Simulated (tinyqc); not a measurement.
Inside a calculation. Model: bias-temperature instability from a Gaussian distribution of capture and emission barriers. Computed by tinyqc, a small Python program that keeps every step. Command: `OMP_NUM_THREADS=1 python tinyqc.py 3020951 3020952 out.jsonl bti walk`. One thread of a shared host (Intel(R) Xeon(R) Processor @ 2.30GHz), about 0.01 s of CPU time with the checks. Intermediate numbers are printed to about 6 digits and carried at full precision; extremes and crossings named in words are read from the listed rows.

Each trap has a capture time tau_0 exp(E_c/(k_B T)) under stress and an emission time tau_0 exp(E_e/(k_B T)) after it. E_c is Gaussian, and E_e = E_c + d with d Gaussian and independent. A trap counts as filled once t_s exceeds its capture time and as emptied once t_r exceeds its emission time.

Inputs (values chosen for the exercise, for a model p-channel transistor):

| quantity | value | unit |
|---|---|---|
| shift with all traps filled V_max | 290 | mV |
| mean capture barrier at zero field mu_c | 1.88 | eV |
| spread of capture barriers sigma_c | 0.4 | eV |
| lowering of mu_c per field k_F | 0.057 | eV/(MV/cm) |
| oxide field F | 5 | MV/cm |
| mean of E_e - E_c at the stress field, delta | 0.016 | eV |
| spread of E_e - E_c, sigma_d | 0.24 | eV |
| time constant tau_0 | 1e-11 | s |
| temperature T | 60 | C |
| stress time t_s | 50 | s |
| recovery time t_r | 6e-06 | s |
| failure criterion | 50 | mV |

Constants: k_B = 8.617333262e-05 eV/K.

## Stress

Demarcation energies E_s = k_B T ln(t_s/tau_0), E_r = k_B T ln(t_r/tau_0); mean barrier mu = mu_c - k_F F; z = (E_s - mu)/sigma_c; Phi is the standard normal distribution. Temperatures in kelvin are T(C) + 273.15. Shift without recovery dV0 = V_max Phi(z); local time exponent n = d ln dV0/d ln t_s = (k_B T/sigma_c) exp(-z^2/2)/(sqrt(2 pi) Phi(z)); apparent activation energy n E_s.

E_s = 0.839454 eV

mean barrier mu = 1.595 eV

z = -1.88887

shift without recovery dV0 = 8.54194 mV

time exponent n = 0.163292

apparent activation energy = 0.137076 eV

The stress has filled 2.9 % of the traps. The apparent energy 0.137 eV is only the share n of the barriers near 0.84 eV that are being crossed.

## Recovery

Remaining shift dV = V_max int_(-infinity)^(E_s) g(E_c) [1 - Phi((E_r - E_c - delta)/sigma_d)] dE_c, g the Gaussian density of E_c (Gauss-Legendre, 120 points over 7 sigma_c below E_s).

E_r = 0.381959 eV

remaining shift dV = 7.47919 mV

remaining share dV/dV0 = 0.875584

A measurement delay of t_r hides 12 % of the shift.

## Lifetime

Solve V_max Phi(z) = criterion for t_s; the power-law extrapolation from the stress point is t_s (criterion/dV0)^(1/n); 1 year = 3.15576e7 s.

log10 of the lifetime in s = 7.41236

log10 of the power-law estimate in s = 6.39862

The power law gives a time shorter by 1.01 decades, since n falls as traps fill; ten years is log10 = 8.50.

## What a measurement delay does to the time exponent

Columns: no delay, and delays of 1 us, 1 ms and 1 s.

Shift (mV):

| t_s (s) | no delay | 1 us | 1 ms | 1 s |
|---|---|---|---|---|
| 1.00e+00 | 4.3550 | 3.6689 | 2.6800 | 1.4255 |
| 1.00e+01 | 6.5293 | 5.7747 | 4.5276 | 2.6948 |
| 1.00e+02 | 9.5552 | 8.7508 | 7.2654 | 4.7717 |
| 1.00e+03 | 13.6530 | 12.8156 | 11.1309 | 7.9525 |
| 1.00e+04 | 19.0533 | 18.1960 | 16.3603 | 12.5390 |
| 1.00e+05 | 25.9787 | 25.1106 | 23.1711 | 18.8027 |
| 1.00e+06 | 34.6211 | 33.7477 | 31.7437 | 26.9535 |
| 1.00e+07 | 45.1165 | 44.2406 | 42.2003 | 37.1153 |

Between 10 and 1000 s the apparent exponent is 0.160 without delay, 0.173 at 1 us, 0.195 at 1 ms and 0.235 at 1 s: a slow measurement loses more of a short stress than of a long one, which steepens the curve. Without delay the exponent falls from 0.176 to 0.115 over the table, so the growth is not a true power law. Caution: step-function filling and one Gaussian population are simplifications; real devices show several populations.

Checks made by the program: time exponent against a finite difference (relative difference below 1e-10).
